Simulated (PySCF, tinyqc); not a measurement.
CIS on RHF in the 3-21g basis, for H3-, spin multiplicity 1, step by step. The basis has no diffuse functions, so it cannot describe the extra electron: this is an exercise in the method, not the real anion. The lowest restricted solution is unstable here: a spin-polarised one lies 0.0659 hartree lower (PySCF). One step of it, computed by the program tinyqc.

Task: CIS matrix, singlets. A(ia,jb) = (e_a - e_i) d_ij d_ab + 2 (ia|jb) - (ij|ab).

orbital energies (hartree): MO1 -0.420431, MO2 0.235313, MO3 0.500497, MO4 1.133203, MO5 1.672977, MO6 1.742798

Two-electron integrals over orbitals (pq|rs), unique and non-zero (hartree):
```
(11|11) 0.636606    (21|11) -0.001529   (21|21) 0.080222    (22|11) 0.451797
(22|21) 0.041096    (22|22) 0.430041    (31|31) 0.084117    (32|31) -0.029249
(32|32) 0.028630    (33|11) 0.451525    (33|21) -0.027224   (33|22) 0.354346
(33|33) 0.415291    (41|11) 0.146110    (41|21) -0.002518   (41|22) 0.050618
(41|33) 0.052402    (41|41) 0.088243    (42|11) -0.002996   (42|21) -0.019064
(42|22) -0.014045   (42|33) 0.007809    (42|41) -0.003673   (42|42) 0.033360
(43|31) -0.017260   (43|32) 0.008923    (43|43) 0.035577    (44|11) 0.509746
(44|21) -0.006713   (44|22) 0.389069    (44|33) 0.393763    (44|41) 0.093401
(44|42) -0.002137   (44|44) 0.438921    (51|31) -0.072134   (51|32) 0.024959
(51|43) -0.021824   (51|51) 0.108309    (52|31) 0.022083    (52|32) -0.004926
(52|43) 0.007020    (52|51) -0.033506   (52|52) 0.015906    (53|11) -0.138024
(53|21) 0.020999    (53|22) -0.053351   (53|33) -0.065502   (53|41) -0.067774
(53|42) 0.007298    (53|44) -0.089442   (53|53) 0.077628    (54|31) -0.082810
(54|32) 0.028586    (54|43) 0.001908    (54|51) 0.096070    (54|52) -0.029162
(54|54) 0.107393    (55|11) 0.619653    (55|21) -0.055909   (55|22) 0.405416
(55|33) 0.469874    (55|41) 0.159611    (55|42) -0.009872   (55|44) 0.510536
(55|53) -0.169441   (55|55) 0.705861    (61|11) 0.002759    (61|21) -0.063942
(61|22) -0.035118   (61|33) 0.023120    (61|41) 0.006523    (61|42) -0.016560
(61|44) 0.009335    (61|53) -0.030906   (61|55) 0.075126    (61|61) 0.090819
(62|11) -0.135202   (62|21) -0.032377   (62|22) -0.076510   (62|33) -0.053229
(62|41) -0.061719   (62|42) -0.006950   (62|44) -0.081583   (62|53) 0.041524
(62|55) -0.105285   (62|61) 0.045516    (62|62) 0.090667    (63|31) 0.023765
(63|32) -0.004985   (63|43) 0.005413    (63|51) -0.033270   (63|52) 0.014402
(63|54) -0.030292   (63|63) 0.016029    (64|11) 0.016445    (64|21) -0.069433
(64|22) -0.029863   (64|33) 0.029526    (64|41) 0.012156    (64|42) 0.007710
(64|44) 0.017963    (64|53) -0.030269   (64|55) 0.081696    (64|61) 0.071011
(64|62) 0.028393    (64|64) 0.077713    (65|31) -0.056637   (65|32) 0.027532
(65|43) -0.009235   (65|51) 0.078552    (65|52) -0.024630   (65|54) 0.076995
(65|63) -0.024562   (65|65) 0.065852    (66|11) 0.591759    (66|21) 0.083464
(66|22) 0.489296    (66|33) 0.395669    (66|41) 0.135020    (66|42) 0.000049
(66|44) 0.476132    (66|53) -0.099242   (66|55) 0.515570    (66|61) -0.100282
(66|62) -0.184525   (66|64) -0.077623   (66|66) 0.717408
```

Give: CIS matrix A, singlet.

Result:

CIS matrix A, singlet (hartree):
```
         1>3      1>4      1>5      1>6      2>3      2>4      2>5      2>6
1>3   0.6376   0.0000  -0.0062   0.0000  -0.0313   0.0000   0.0232   0.0000
1>4   0.0000   1.2204   0.0000  -0.0034   0.0000  -0.0006   0.0000  -0.0540
1>5  -0.0062   0.0000   1.6904   0.0000   0.0289   0.0000  -0.0111   0.0000
1>6   0.0000  -0.0034   0.0000   1.7531   0.0000   0.0363   0.0000   0.0076
2>3  -0.0313   0.0000   0.0289   0.0000  -0.0319   0.0000   0.0435   0.0000
2>4   0.0000  -0.0006   0.0000   0.0363   0.0000   0.5755   0.0000   0.0160
2>5   0.0232   0.0000  -0.0111   0.0000   0.0435   0.0000   1.0641   0.0000
2>6   0.0000  -0.0540   0.0000   0.0076   0.0000   0.0160   0.0000   1.1995
```
